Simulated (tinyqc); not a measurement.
Off-state leakage of single and stacked transistors: leakage components against the body voltage.

n-channel devices of unit width. Subthreshold current I(Vg, Vs, Vd) = I0 (T/300 K)^0.5 exp[(Vg - Vs - VT(T) - gb (Vs - Vb) + dd (Vd - Vs))/(nf Vt)] (1 - exp(-(Vd - Vs)/Vt)), VT(T) = VT - cT (T - 300 K). Gate-edge tunnelling Ig (Vd/1 V) exp(ag (Vd - 1 V)), for a gate at 0 V, and band-to-band leakage Ab u exp(-Bb/u), u = Vd - Vb + 1 V, flow at a drain held at V; both are taken as independent of T. In a stack of off transistors (all gates at 0 V) the same subthreshold current passes through each.

One transistor with Vg = Vs = 0, Vd = V; stack factor I(one)/I(two in series).

Parameters, values chosen for the exercise; values of the order met in bulk silicon logic transistors:
- T = 300 K (temperature)
- V = 1.1 V (supply voltage)
- VT = 0.33 V (threshold at 300 K, zero drain and body bias)
- cT = 0.7 mV/K (fall of the threshold with temperature)
- I0 = 0.22 uA/um (current at threshold at 300 K)
- nf = 1.19 (slope factor)
- dd = 0.15 (drain-induced lowering per volt)
- gb = 0.16 (rise of the threshold per volt of source-body bias)
- Ig = 0.0005 uA/um (gate-edge tunnelling current at 1 V)
- ag = 5.5 1/V (exponential slope of the gate current)
- Ab = 3 uA/(um V) (prefactor of band-to-band leakage at the drain)
- Bb = 21 V (its exponential voltage)

Constants: q = 1.602176634e-19 C, kB = 1.380649e-23 J/K, Vt = kB T/q. Results are converted to the units shown.

The same in every row: gate edge (nA/um) = 0.9533; stack factor = 124.4.

Leakage components against the body voltage:
```
Vb (V),subthreshold (nA/um),band-to-band (nA/um),total (nA/um),largest part
0.2,2.916,0.09032,3.960,subthreshold
0,1.031,0.2860,2.270,subthreshold
-0.2,0.3642,0.7474,2.065,gate edge
-0.4,0.1287,1.687,2.769,band-to-band
-0.6,0.04549,3.393,4.392,band-to-band
-0.8,0.01607,6.232,7.201,band-to-band
-1,0.005681,10.63,11.59,band-to-band
-1.2,0.002007,17.06,18.01,band-to-band
-1.4,7.094e-4,26.03,26.98,band-to-band
```

Read the table: what changes, and by how much?

As Vb goes from 0.2 to -1.4, the total leakage goes from 3.96 through a minimum of 2.06 (at Vb = -0.2 among the rows listed) to 27.0 nA/um. The subthreshold part leads at Vb = 0.2, the gate edge part from -0.2, the band-to-band part from -0.4 on. The exact minimum lies at Vb = -0.138 V: reverse body bias lowers the subthreshold part by a decade every nf Vt ln 10/gb = 0.443 V but raises the band-to-band part. The reduction by a stack of two stays at 124, for the subthreshold part alone. For Vb = 0.2 the body is forward biased; the junction current, left out, is still small at this voltage.

Program tinyqc, `OMP_NUM_THREADS=1 python tinyqc.py 2242247 2242248 out.jsonl`; Intel Xeon 2.30GHz, shared host, one thread, about 0.03 s.
